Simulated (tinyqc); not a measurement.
Froehlich polaron in a polar crystal: one step, computed by the program tinyqc.

One electron in a parabolic band of mass m*, coupled to dispersionless LO phonons in the continuum model. Energies are in units of hbar omega unless marked, wave numbers in k_0 = sqrt(2 m* omega/hbar).

Question. Feynman's energy at a trial point. Feynman's bound: E(v, w) = 3 (v - w)^2/(4 v) - (alpha v/sqrt(pi)) int_0^infinity e^-u D(u)^(-1/2) du, D = w^2 u + ((v^2 - w^2)/v)(1 - e^(-v u)); integrals by 80 Gauss-Legendre points in s from 0 to 1 with u = 40 s^2.

Inputs (values chosen for the exercise, for a model crystal): trial v = 3.3; trial w = 3.

coupling constant alpha = 0.7589137

Give: first term; E(v, w).

Answer.

first term = 0.02045 hbar omega

E(v, w) = -0.7634 hbar omega
